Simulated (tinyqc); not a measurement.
Worked calculation: sheet resistance and Hall data of a diffused or implanted layer. Computed by tinyqc, a small Python program that keeps every step. Command: `OMP_NUM_THREADS=1 python tinyqc.py 3008196 3008197 out.jsonl layer walk`. One thread of a shared host (Intel(R) Xeon(R) Processor @ 2.30GHz), about 0.01 s of CPU time with the checks. Intermediate numbers are printed to about 7 digits and carried at full precision; extremes and crossings named in words are read from the listed rows.

Carriers are taken equal to the net active doping down to the junction (full ionisation, which deep dopants in wide-gap hosts do not reach; no spill-over, no depletion), and the Hall factor is 1.

Inputs (values chosen for the exercise, modelled on aluminium in 4H-SiC):

| quantity | value | unit |
|---|---|---|
| mu_min | 16.2 | cm^2/(V s) |
| mu_max | 125 | cm^2/(V s) |
| N_ref | 1.7e+19 | 1/cm^3 |
| exponent alpha | 0.33 | - |
| peak concentration N_0 | 4.2e+20 | 1/cm^3 |
| length scale l | 39 | nm |
| background doping N_B (opposite type) | 3.1e+16 | 1/cm^3 |
| probe current I | 0.5 | mA |
| magnetic field B | 0.3 | T |
| solubility limit N_s | 9.5e+19 | 1/cm^3 |

Profile: complementary error function. Activation: limited by solubility.

Constants: e = 1.602176634e-19 C.

## Dose and junction depth

N(x) = N_0 erfc(x/l), dose N_0 l/sqrt(pi), junction x_j = l erfc^-1(N_B/N_0).

dose = 9.241425e+14 1/cm^2

junction depth x_j = 109.3065 nm

## Profile

Mobility mu = mu_min + (mu_max - mu_min)/(1 + (N_t/N_ref)^alpha), N_t = active doping + N_B; carriers n = active doping - N_B, active doping min(N, N_s). sigma = e n mu.

Depth, doping, carriers, mobility and conductivity at 2, 10, 20, 35, 50, 65, 80, 90 and 98 % of the layer:

| x (nm) | N (1/cm^3) | n (1/cm^3) | mu (cm^2/(V s)) | sigma (S/cm) |
|---|---|---|---|---|
| 2.1861 | 3.934624e+20 | 9.496900e+19 | 55.5546 | 8.453033e+02 |
| 10.9306 | 2.905707e+20 | 9.496900e+19 | 55.5546 | 8.453033e+02 |
| 21.8613 | 1.797323e+20 | 9.496900e+19 | 55.5546 | 8.453033e+02 |
| 38.2573 | 6.944958e+19 | 6.941858e+19 | 58.1858 | 6.471470e+02 |
| 54.6532 | 1.994929e+19 | 1.991829e+19 | 69.1504 | 2.206771e+02 |
| 71.0492 | 4.193332e+18 | 4.162332e+18 | 82.8824 | 5.527256e+01 |
| 87.4452 | 6.382027e+17 | 6.072027e+17 | 97.1606 | 9.452231e+00 |
| 98.3758 | 1.514887e+17 | 1.204887e+17 | 105.0922 | 2.028744e+00 |
| 107.1204 | 4.308725e+16 | 1.208725e+16 | 109.4842 | 2.120261e-01 |

The mobility varies by a factor 2.0 across these points and the conductivity by 3990.

## Sheet values

Integrals from x_0 (0 unless stated) to x_j by the midpoint rule on 400 even intervals: 1/R_s = e int n mu dx; sheet density n_s = int n dx; Hall sheet density (int n mu dx)^2/int n mu^2 dx; Hall mobility int n mu^2 dx/int n mu dx. Mean conductivity 1/(R_s x_j); mean mobility 1/(e n_s R_s).

sheet resistance R_s = 243.8434 ohm

sheet density n_s = 4.439569e+14 1/cm^2

mean mobility = 57.65510 cm^2/(V s)

Hall sheet density = 4.403793e+14 1/cm^2

Hall mobility = 58.12348 cm^2/(V s)

mean conductivity 1/(R_s x_j) = 375.1829 S/cm

Carriers amount to 48.0 % of the dose, the rest being above the solubility limit or compensated. A Hall measurement weights the mobile tail and reports 99.2 % of n_s.

## What the probes read

Collinear four-point probe on a large thin layer: V = I R_s ln(2)/pi. Van der Pauw on a symmetric sample: R = R_s ln(2)/pi as well. Hall voltage V_H = I B/(e x Hall sheet density); tangent of the Hall angle V_H/(I R_s).

four-point voltage = 26.90027 mV

Hall voltage = 0.2125954 mV

tangent of the Hall angle = 0.001743704

## Shortcuts against the integral

Shortcuts: R_s = 1/(e Q mu) with the dose Q and the mobility at the (active) peak concentration; 1/(e n_s mu) with mu at N_t = n_s/x_j + N_B; 1/(e Q mu_max).

Sheet resistances:

| method | R_s (ohm) | deviation (%) |
|---|---|---|
| integral | 243.8434 | 0.00000 |
| dose, mobility at the peak | 121.5711 | -50.14379 |
| n_s, mobility at the mean concentration | 223.7629 | -8.23501 |
| dose, mu_max | 54.0307 | -77.84205 |

The closest shortcut is «n_s, mobility at the mean concentration» (-8.2 %). Counting inactive dopants as carriers underestimates R_s.

## Stripping the layer step by step

After removing a depth d the integrals start at d. Differences between neighbouring rows give the local conductivity -d(1/R_s)/dx at the middle of the slice (the last slice uses one more step, not listed).

Differential sheet resistance:

| removed d (nm) | R_s (ohm) | slice conductivity (S/cm) | sigma at mid-slice (S/cm) |
|---|---|---|---|
| 0 | 243.84 | 845.3033 | 845.3033 |
| 11 | 315.34 | 845.3001 | 845.3033 |
| 22 | 446.16 | 845.3025 | 845.3033 |
| 33 | 762.49 | 645.2933 | 638.2204 |
| 44 | 1662.03 | 325.0775 | 319.2228 |
| 55 | 4096.89 | 143.7376 | 139.9128 |
| 66 | 11631.08 | 55.0258 | 52.9489 |
| 77 | 39295.54 | 17.8420 | 16.9064 |

R_s doubles after removing between 22.0 and 33.0 nm of a layer 109 nm deep, so half the current flows above that depth. Where sigma exceeds a tenth of its largest listed value, the slice values agree with it within 3 %.

Checks made by the program: conductance integral against adaptive quadrature (relative difference 3e-06).
